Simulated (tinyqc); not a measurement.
Worked calculation: MP2 on RHF in the sto-3g basis, frozen core, for BeH2, spin multiplicity 1. One step of it, computed by the program tinyqc.

Question. Iteration 1: building the Fock matrix. J_ij = sum D_kl (ij|kl), K_ij = sum D_kl (ik|jl); F = H + J - 0.5 K; E = tr D H + tr D J / 2 - 0.25 tr D K + E_nn.

D at the start, lower triangle:
```
            1Be 1s    1Be 2s   1Be 2px    1Be 2py   1Be 2pz     2H 1s     3H 1s
1Be 1s    2.041458
1Be 2s   -0.168737  0.800677
1Be 2px   0.000000  0.000000  0.000000
1Be 2py   0.000000  0.000000  0.000000   0.840312
1Be 2pz  -0.016944  0.047828  0.000000   0.000000  0.002880
2H 1s    -0.200879  0.475070  0.000000   0.418496  0.028723  0.495358
3H 1s    -0.200879  0.475070  0.000000  -0.418496  0.028723  0.078515  0.495358
```

core Hamiltonian H = T + V (hartree), lower triangle:
```
            1Be 1s     1Be 2s    1Be 2px    1Be 2py    1Be 2pz      2H 1s      3H 1s
1Be 1s   -8.533075
1Be 2s   -2.105085  -2.746940
1Be 2px   0.000000   0.000000  -2.219434
1Be 2py   0.000000   0.000000   0.000000  -2.397350
1Be 2pz  -0.001353  -0.012679   0.000000   0.000000  -2.219933
2H 1s    -0.330679  -0.945136   0.000000  -1.055169  -0.056850  -1.961570
3H 1s    -0.330679  -0.945136   0.000000   1.055169  -0.056850  -0.046038  -1.961570
```

Two-electron integrals (ij|kl) in chemists' order, unique and non-zero (hartree):
```
(11|11) 2.298831    (21|11) 0.392036    (21|21) 0.079539    (22|11) 0.570988
(22|21) 0.143041    (22|22) 0.417683    (31|31) 0.014607    (32|31) 0.021888
(32|32) 0.092265    (33|11) 0.569578    (33|21) 0.143083    (33|22) 0.417589
(33|33) 0.449859    (41|41) 0.014607    (42|41) 0.021888    (42|42) 0.092265
(43|43) 0.024249    (44|11) 0.569578    (44|21) 0.143083    (44|22) 0.417589
(44|33) 0.401360    (44|44) 0.449859    (51|51) 0.014607    (52|51) 0.021888
(52|52) 0.092265    (53|53) 0.024249    (54|54) 0.024249    (55|11) 0.569578
(55|21) 0.143083    (55|22) 0.417589    (55|33) 0.401360    (55|44) 0.401360
(55|55) 0.449859    (61|11) 0.059950    (61|21) 0.012156    (61|22) 0.022055
(61|33) 0.021906    (61|41) 0.001068    (61|42) 0.002022    (61|44) 0.022364
(61|51) 0.000057    (61|52) 0.000107    (61|54) 0.000024    (61|55) 0.021907
(61|61) 0.001947    (62|11) 0.162244    (62|21) 0.041330    (62|22) 0.133746
(62|33) 0.128478    (62|41) 0.005364    (62|42) 0.034482    (62|44) 0.144114
(62|51) 0.000284    (62|52) 0.001825    (62|54) 0.000828    (62|55) 0.128521
(62|61) 0.006988    (62|62) 0.066933    (63|31) 0.003565    (63|32) 0.017230
(63|43) 0.005784    (63|53) 0.000306    (63|63) 0.005696    (64|11) 0.180327
(64|21) 0.046454    (64|22) 0.157399    (64|33) 0.148115    (64|41) 0.008615
(64|42) 0.053290    (64|44) 0.175763    (64|51) 0.000267    (64|52) 0.001909
(64|54) 0.001157    (64|55) 0.148160    (64|61) 0.008160    (64|62) 0.089076
(64|64) 0.121674    (65|11) 0.009545    (65|21) 0.002459    (65|22) 0.008331
(65|33) 0.007840    (65|41) 0.000267    (65|42) 0.001909    (65|44) 0.008691
(65|51) 0.003579    (65|52) 0.017331    (65|54) 0.005829    (65|55) 0.008454
(65|61) 0.000432    (65|62) 0.004715    (65|64) 0.006139    (65|65) 0.006021
(66|11) 0.331877    (66|21) 0.085975    (66|22) 0.312916    (66|33) 0.290701
(66|41) 0.012319    (66|42) 0.104655    (66|44) 0.356867    (66|51) 0.000652
(66|52) 0.005539    (66|54) 0.003502    (66|55) 0.290887    (66|61) 0.014809
(66|62) 0.203826    (66|64) 0.286535    (66|65) 0.015166    (66|66) 0.774606
(71|11) 0.059950    (71|21) 0.012156    (71|22) 0.022055    (71|33) 0.021906
(71|41) -0.001068   (71|42) -0.002022   (71|44) 0.022364    (71|51) 0.000057
(71|52) 0.000107    (71|54) -0.000024   (71|55) 0.021907    (71|61) 0.001780
(71|62) 0.005903    (71|64) 0.006431    (71|65) 0.000369    (71|66) 0.012198
(71|71) 0.001947    (72|11) 0.162244    (72|21) 0.041330    (72|22) 0.133746
(72|33) 0.128478    (72|41) -0.005364   (72|42) -0.034482   (72|44) 0.144114
(72|51) 0.000284    (72|52) 0.001825    (72|54) -0.000828   (72|55) 0.128521
(72|61) 0.005903    (72|62) 0.032836    (72|64) 0.035803    (72|65) 0.002292
(72|66) 0.073198    (72|71) 0.006988    (72|72) 0.066933    (73|31) 0.003565
(73|32) 0.017230    (73|43) -0.005784   (73|53) 0.000306    (73|63) 0.002117
(73|73) 0.005696    (74|11) -0.180327   (74|21) -0.046454   (74|22) -0.157399
(74|33) -0.148115   (74|41) 0.008615    (74|42) 0.053290    (74|44) -0.175763
(74|51) -0.000267   (74|52) -0.001909   (74|54) 0.001157    (74|55) -0.148160
(74|61) -0.006431   (74|62) -0.035803   (74|64) -0.038159   (74|65) -0.002464
(74|66) -0.079738   (74|71) -0.008160   (74|72) -0.089076   (74|74) 0.121674
(75|11) 0.009545    (75|21) 0.002459    (75|22) 0.008331    (75|33) 0.007840
(75|41) -0.000267   (75|42) -0.001909   (75|44) 0.008691    (75|51) 0.003579
(75|52) 0.017331    (75|54) -0.005829   (75|55) 0.008454    (75|61) 0.000369
(75|62) 0.002292    (75|64) 0.002464    (75|65) 0.002274    (75|66) 0.005199
(75|71) 0.000432    (75|72) 0.004715    (75|74) -0.006139   (75|75) 0.006021
(76|11) 0.007745    (76|21) 0.001918    (76|22) 0.005449    (76|33) 0.005377
(76|44) 0.005585    (76|51) 0.000028    (76|52) 0.000140    (76|55) 0.005382
(76|61) 0.000297    (76|62) 0.001790    (76|64) 0.002133    (76|65) 0.000139
(76|66) 0.004285    (76|71) 0.000297    (76|72) 0.001790    (76|74) -0.002133
(76|75) 0.000139    (76|76) 0.000072    (77|11) 0.331877    (77|21) 0.085975
(77|22) 0.312916    (77|33) 0.290701    (77|41) -0.012319   (77|42) -0.104655
(77|44) 0.356867    (77|51) 0.000652    (77|52) 0.005539    (77|54) -0.003502
(77|55) 0.290887    (77|61) 0.012198    (77|62) 0.073198    (77|64) 0.079738
(77|65) 0.005199    (77|66) 0.166718    (77|71) 0.014809    (77|72) 0.203826
(77|74) -0.286535   (77|75) 0.015166    (77|76) 0.004285    (77|77) 0.774606
```

nuclear repulsion = 2.83055361 hartree

Give: Coulomb J; exchange K; Fock matrix F; total energy of this density.

Answer.

Coulomb J (hartree), lower triangle:
```
         1Be 1s  1Be 2s  1Be 2px  1Be 2py  1Be 2pz   2H 1s   3H 1s
1Be 1s   6.3912
1Be 2s   1.2410  2.6157
1Be 2px  0.0000  0.0000   2.5515
1Be 2py  0.0000  0.0000   0.0000   2.7336
1Be 2pz  0.0036  0.0222   0.0000   0.0000   2.5520
2H 1s    0.1912  0.8780   0.0000   1.0556   0.0583  2.2273
3H 1s    0.1912  0.8780   0.0000  -1.0556   0.0583  0.0353  2.2273
```

exchange K (hartree), lower triangle:
```
          1Be 1s  1Be 2s  1Be 2px  1Be 2py  1Be 2pz   2H 1s   3H 1s
1Be 1s    4.6156
1Be 2s    0.8278  0.8767
1Be 2px   0.0000  0.0000   0.1623
1Be 2py   0.0000  0.0000   0.0000   0.9777
1Be 2pz  -0.0012  0.0458   0.0000   0.0000   0.1651
2H 1s     0.1266  0.5191   0.0000   0.5975   0.0345  0.9705
3H 1s     0.1266  0.5191   0.0000  -0.5975   0.0345  0.0150  0.9705
```

Fock matrix F (hartree), lower triangle:
```
          1Be 1s   1Be 2s  1Be 2px  1Be 2py  1Be 2pz    2H 1s    3H 1s
1Be 1s   -4.4497
1Be 2s   -1.2780  -0.5696
1Be 2px   0.0000   0.0000   0.2509
1Be 2py   0.0000   0.0000   0.0000  -0.1526
1Be 2pz   0.0029  -0.0134   0.0000   0.0000   0.2496
2H 1s    -0.2027  -0.3266   0.0000  -0.2983  -0.0158  -0.2195
3H 1s    -0.2027  -0.3266   0.0000   0.2983  -0.0158  -0.0183  -0.2195
```

total energy of this density = -15.470234 hartree
